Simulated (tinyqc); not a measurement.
## Minority carriers and saturation current of a heavily doped emitter: effect of temperature on the narrowing factor

n-type, parabolic bands, full ionisation. eta = (EF - Ec)/kB T solves N = Nc F12(eta), F12(x) = (2/sqrt(pi)) int_0^infinity sqrt(u)/(1 + exp(u - x)) du. The gap shrinks rigidly by dEg = E1 [ln(N/N0) + sqrt(ln^2(N/N0) + 0.5)], an empirical law that is here taken as the true narrowing.

Nc is given at 300 K and scales as T^1.5; dEg is held. The factor nie^2/ni^2 = exp(dEg/kB T) g, g = F12(eta) exp(-eta), divides the current gain of a transistor with this emitter.

Inputs (values chosen for the exercise); band and dielectric values close to those of germanium: conduction-band density of states at 300 K Nc = 1.06e19 cm^-3; ionised donor density N = 1.8e18 cm^-3; energy of the narrowing law E1 = 7.4 meV; density of the narrowing law N0 = 1.3e17 cm^-3.

Constants: q = 1.602176634e-19 C, kB = 1.380649e-23 J/K, Vt = kB T/q. Results are converted to the units shown.

Result of one run:

| eta | g | nie^2/ni^2 | its logarithm |
|---|---|---|---|
| -1.713 | 0.9419 | 4.355 | 1.471 |

Which temperature T gave this result: 150, 300, 350 or 400 K?

T = 300 K.

The whole series:

| T (K) | eta | g | nie^2/ni^2 | its logarithm |
|---|---|---|---|---|
| 150 | -0.5647 | 0.8448 | 18.06 | 2.894 |
| 200 | -1.055 | 0.8960 | 8.909 | 2.187 |
| 250 | -1.421 | 0.9243 | 5.806 | 1.759 |
| 300 | -1.713 | 0.9419 | 4.355 | 1.471 |
| 350 | -1.957 | 0.9536 | 3.543 | 1.265 |
| 400 | -2.166 | 0.9618 | 3.033 | 1.110 |
| 450 | -2.349 | 0.9679 | 2.686 | 0.9882 |

The factor falls from 18.1 to 2.69. Its slope against q/kB T is 36.5 meV between the first two rows and 37.6 meV between the last two, against dEg = 39.6 meV: degeneracy takes back part of the narrowing. The factor grows on cooling, so the current gain of such a transistor falls.

Range of the model: Band tails, non-parabolic bands and incomplete ionisation are left out.

Program tinyqc, `OMP_NUM_THREADS=1 python tinyqc.py 2330058 2330059 out.jsonl`; Intel Xeon 2.30GHz, shared host, one thread, about 0.01 s.
